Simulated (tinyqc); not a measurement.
What moves the minority density and the gain: heavy doping: gap narrowing, degeneracy and the minority density.

F_j(eta) = (1/Gamma(j + 1)) integral_0^infinity x^j dx/(1 + exp(x - eta)), which tends to exp(eta) for eta << 0.

Empirical narrowing (Slotboom form, constants chosen for the exercise; published fits of this form give the apparent narrowing, here it is taken as the true one): dEg = E0 [ln(N/N0) + sqrt(ln(N/N0)^2 + C)].

Majority: N = Nc F_1/2(eta), eta the distance of EF beyond the majority band edge in kT. Degeneracy factor gam = F_1/2(eta)/exp(eta). ni0^2 = Nc Nv exp(-Eg/kT); product n p = ni0^2 gam exp(dEg/kT), dEg the true narrowing; apparent narrowing dEa = dEg + kT ln gam; minority density = n p/N.

Bipolar transistor with N as emitter doping: beta = K (N/NB) exp((dEa_B + dG - dEa_E)/kT), dEa_E = dEg(N) + kT ln gam, dEa_B = dEg(NB). For the sweep in T, Nc is scaled as (T/T0)^(3/2) from its value at T0 = T.

Constants: kB = 8.617333262e-05 eV/K.

Values chosen for the exercise (gap and densities of states near those of GaAs at this temperature; narrowing constants of the size fitted for Si, not for this material; not measured data): Eg = 1.446 eV (gap); Nc = 3.32e+17 1/cm^3 (conduction-band density of states); Nv = 7.01e+18 1/cm^3 (valence-band density of states); T = 250 K; E0 = 9.15 meV (narrowing scale); N0 = 1.3e+17 1/cm^3 (onset density); C = 0.5 (smoothing constant); N = 4e+17 1/cm^3 (ionised donors, equal to the majority density); NB = 2e+16 1/cm^3 (base doping); K = 4.6 (ratio (D_B W_E)/(D_E W_B)); dG = 0 meV (extra narrowing of the base by alloying).

All results formed anew.

One parameter was then changed.

Results before and after:

| case | dEg (meV) | dEa (meV) | minority (1/cm^3) | beta |
|---|---|---|---|---|
| base | 22.43 | 13.41 | 7.67e-11 | 52.2 |
| changed | 26.92 | 17.89 | 9.45e-11 | 42.8 |

Which of these changes was made? (a) Eg = 1.466 eV; (b) NB = 4e+16 1/cm^3; (c) Nc = 4.32e+17 1/cm^3; (d) E0 = 10.98 meV; (e) N0 = 2.6e+17 1/cm^3; (f) N = 8e+17 1/cm^3.

Answer: (d) E0 = 10.98 meV. Of the candidates, run in turn, only this one gives the changed row.

All candidates:

| case | dEg (meV) | dEa (meV) | minority (1/cm^3) | beta |
|---|---|---|---|---|
| base | 22.43 | 13.41 | 7.67e-11 | 52.2 |
| N = 8e+17 1/cm^3 | 34.47 | 16.69 | 4.47e-11 | 89.6 |
| E0 = 10.98 meV | 26.92 | 17.89 | 9.45e-11 | 42.8 |
| N0 = 2.6e+17 1/cm^3 | 11.52 | 2.49 | 4.62e-11 | 85.4 |
| Eg = 1.466 eV | 22.43 | 13.41 | 3.03e-11 | 52.2 |
| Nc = 4.32e+17 1/cm^3 | 22.43 | 15.47 | 1.10e-10 | 47.4 |
| NB = 4e+16 1/cm^3 | 22.43 | 13.41 | 7.67e-11 | 26.8 |

Computed by tinyqc, a small Python program: `OMP_NUM_THREADS=1 python tinyqc.py 1652598 1652599 out.jsonl` (the numbers bound the seed that draws the inputs); one thread of a shared host (Intel(R) Xeon(R) Processor @ 2.30GHz), about 0.01 s for the whole set of steps.
